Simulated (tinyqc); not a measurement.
Ratio and sensitivities against delay: time-domain thermoreflectance: layered heat flow under a modulated pulse train, and what the signal ratio measures. Computed by tinyqc, a small Python program. Command: `OMP_NUM_THREADS=1 python tinyqc.py 3114037 3114038 out.jsonl tdtr walk`. One thread of a shared host (Intel(R) Xeon(R) Processor @ 2.30GHz), about 0.1 s of CPU time with the checks.

Pulses repeat at 80 MHz; heat is laid down at the surface, all layers are isotropic.

Inputs (values chosen for the exercise, modelled on aluminium on silicon): metal thickness d = 73 nm; metal conductivity = 190 W/(m K); metal heat capacity = 2.42 MJ/(m^3 K); boundary conductance G under the metal = 31 MW/(m^2 K); substrate conductivity kappa = 138 W/(m K); substrate heat capacity C = 1.65 MJ/(m^3 K); modulation frequency f = 1 MHz; spot radius w (1/e^2, pump and probe) = 8 micrometre.

Stack: metal, substrate.

Method:
- For radial wave number k and angular frequency W each layer has u = sqrt(4 pi^2 k^2 + i W C/kappa) and gamma = kappa u. Surface impedance from below: Z = 1/gamma for the substrate; a layer of thickness L maps Z to (Z + tanh(u L)/gamma)/(1 + gamma Z tanh(u L)); a boundary adds 1/G.
- Response per absorbed watt H(W) = 2 pi int_0^(2/w) Z(k, W) exp(-pi^2 k^2 w^2) k dk by 20 Gauss-Legendre points.
- Signal: X + iY = sum_(m = -M..M) H(2 pi (f + m f_r)) exp(i 2 pi m f_r t) exp(-pi (m/M)^2 x 4), f_r = 80 MHz, M = 4000, with H(-W) the complex conjugate of H(W); V_in = X, V_out = Y, ratio = -V_in/V_out.
- Sensitivity S = ln(ratio'/ratio)/ln(1.01) for a rise of one input by 1 %.

Ratio and sensitivities:
```
t (ps)   ratio  S to kappa    S to G    S to d    S to C    S to w
100     7.1383     0.68492  -0.01596  -0.74515  0.084717  -0.67460
200     7.0154     0.68157  -0.03038  -0.72598  0.083140  -0.67150
400     6.7811     0.67500  -0.05796  -0.68885  0.079900  -0.66560
800     6.3514     0.66244  -0.10923  -0.61880  0.073238  -0.65481
1500    5.7013     0.64224  -0.18909  -0.50734  0.061280  -0.63865
2500    4.9451     0.61642  -0.28603  -0.36765  0.043818  -0.62016
4000    4.0805     0.58216  -0.40150  -0.19163  0.017078  -0.59940
```

The largest sensitivity in size at 100 ps is to d (-0.75). At 400 ps an error of 3 % in d passes on as 3 % in kappa.

Extremes, crossings and ranges named in words are read from the listed rows.
